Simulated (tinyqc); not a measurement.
Inside a calculation. Method: geometry optimisation on the unrestricted PBE/6-31g surface (energies and gradients from PySCF), for H2+, spin multiplicity 2. Computed by tinyqc, a small Python program that keeps every step (integrals from PySCF). Settings: charge = 1, multiplicity = 2, basis = 6-31g, functional = pbe,pbe, optimiser = sd, first Hessian = 0.15, largest step = 0.3, iteration cap = 30. Command: `OMP_NUM_THREADS=1 python tinyqc.py 21935 21936 out.jsonl` (the two numbers bound the seeds that draw the settings). One thread of a shared host (Intel(R) Xeon(R) Processor @ 2.60GHz), about 2 s of CPU time with the checks.

## Step 1: energy and gradient

positions at the start (bohr):
```
         x       y       z
1H  0.0000  0.0000  0.0000
2H  0.0000  0.0000  1.2397
```

Self-consistent energy and analytic gradient at these positions.

energy = -0.529768 hartree

gradient (hartree/bohr):
```
           x         y          z
1H  0.000000  0.000000   0.250895
2H  0.000000  0.000000  -0.250895
```

## Step 1: move

Steepest descent, p = -g / 0.15; steps longer than 0.3 bohr are cut back (factor 0.127 here).

positions after step 1 (bohr):
```
         x       y        z
1H  0.0000  0.0000  -0.2121
2H  0.0000  0.0000   1.4518
```

## Step 2: energy and gradient

As before.

energy = -0.587424 hartree

gradient (hartree/bohr):
```
           x         y          z
1H  0.000000  0.000000   0.059597
2H  0.000000  0.000000  -0.059597
```

## Step 2: move

Steepest descent, p = -g / 0.15; steps longer than 0.3 bohr are cut back (factor 0.534 here).

positions after step 2 (bohr):
```
         x       y        z
1H  0.0000  0.0000  -0.4243
2H  0.0000  0.0000   1.6639
```

## Convergence

Stop when the largest gradient component is below 3e-5 hartree/bohr.

Course of the optimisation:
```
step  E (hartree)  largest gradient (hartree/bohr)
1       -0.529768                         2.51e-01
2       -0.587424                         5.96e-02
3       -0.598439                         3.50e-03
4       -0.598533                         5.86e-04
5       -0.598535                         1.37e-04
6       -0.598536                         3.35e-05
7       -0.598536                         8.29e-06
```

Final distances (angstrom):
```
pair   distance
2H-1H    1.1351
```

Converged in 7 steps.
